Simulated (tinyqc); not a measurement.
## Capacitances against the space between lines

Endless row of lines of width wl, height tl and space sl between grounded planes at distance hd; e2 fills the gaps beside the lines, e1 the rest. Laplace's equation is solved on meshes of 3, 6 and 12 steps per unit u and extrapolated (Aitken), which is good to about 0.2 %. C_even (all lines at 1 V) is the capacitance Cg to the planes; C_odd (neighbours in antiphase) = Cg + 4 Cc if only nearest neighbours couple, which defines Cc; total with quiet neighbours Cg + 2 Cc. Plate values 2 eps0 e1 wl/hd and eps0 e2 tl/sl.

Parameters, values chosen for the exercise: relative permittivity above and below the lines e1 = 4.2; relative permittivity between the lines e2 = 2.4; line width, in units u wl = 6 u; line height tl = 6 u; distance to each plane hd = 6 u.

Constants: eps0 = 8.8541878128e-12 F/m. Results are converted to the units shown.

The same in every row: plate Cg (aF/um) = 74.4.

Results:
columns A: sl (u); B: Cg (aF/um); C: Cc (aF/um); D: Cg + 2 Cc (aF/um); E: C_odd (aF/um); F: plate Cc (aF/um); G: share of coupling, 2 Cc/(Cg + 2 Cc) (%)
```
A      B      C    D    E     F      G
2   97.4   96.1  290  482  63.8   66.4
4    117   48.8  215  312  31.9   45.5
6    133   29.8  193  252  21.3   30.9
12   162   8.44  179  196  10.6   9.43
16   171   3.78  178  186  7.97   4.24
24   176  0.763  178  179  5.31  0.859
```

Estimate the missing row, sl = 8 u.

Computed row:
columns A: sl (u); B: Cg (aF/um); C: Cc (aF/um); D: Cg + 2 Cc (aF/um); E: C_odd (aF/um); F: plate Cc (aF/um); G: share of coupling, 2 Cc/(Cg + 2 Cc) (%)
```
A    B     C    D    E     F     G
8  146  19.2  184  223  15.9  20.9
```

With this row back in the table: As sl goes from 2 to 24, Cg rises from 97.4 to 176 aF/um, Cc falls from 96.1 to 0.763 aF/um and the share of coupling falls from 66.4 to 0.859 %. Cg is 1.31 times its plate value in the first row and 2.37 times in the last; for Cc the ratios are 1.51 and 0.144. Neighbours in antiphase raise the load by a factor of 1.66 and 1.01 over quiet ones.

Program tinyqc, `OMP_NUM_THREADS=1 python tinyqc.py 2790121 2790122 out.jsonl`; Intel Xeon 2.30GHz, shared host, one thread, about 1 s.
